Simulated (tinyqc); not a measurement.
Born-von Karman spring model of a cubic crystal with one atom per cell: one step, computed by the program tinyqc.

First neighbours lie at a/2 (1,1,0) (12 of them), second at a (1,0,0) (6), with all permutations and signs; the volume per atom is Omega = a^3/4. Two shells of springs match a real metal only roughly, above all at the zone boundary.

Question. Frequencies at the zone boundary. A neighbour at R with unit vector n couples by the matrix K(R) = kL n n^T + kT (1 - n n^T), and D(q) = (1/M) sum_R K(R) [1 - cos(q.R)]. An eigenvalue lambda of D in eV/(angstrom^2 u) gives nu = 15.6333042 THz x sqrt(lambda).

Inputs (values chosen for the exercise, modelled on copper):
```
quantity,value,unit
atomic mass M,63.55,u
radial spring k1L,1.82,eV/angstrom^2
transverse spring k1T,-0.082,eV/angstrom^2
radial spring k2L,0.02,eV/angstrom^2
transverse spring k2T,-0.0082,eV/angstrom^2
```

Lattice: fcc.

Constants: nu for 1 eV/(angstrom^2 u) = 15.6333042 THz.

Give: Frequencies (THz) at points given in 2 pi/a.

Answer.

Frequencies (THz) at points given in 2 pi/a:
```
point,nu 1,nu 2,nu 3
"X (1, 0, 0)",4.9207,4.9207,7.3124
"L (0.5, 0.5, 0.5)",3.3016,3.3016,7.4019
"W (1, 0.5, 0)",4.9518,6.2222,6.2222
"K (0.75, 0.75, 0)",4.4863,5.8955,6.6996
```
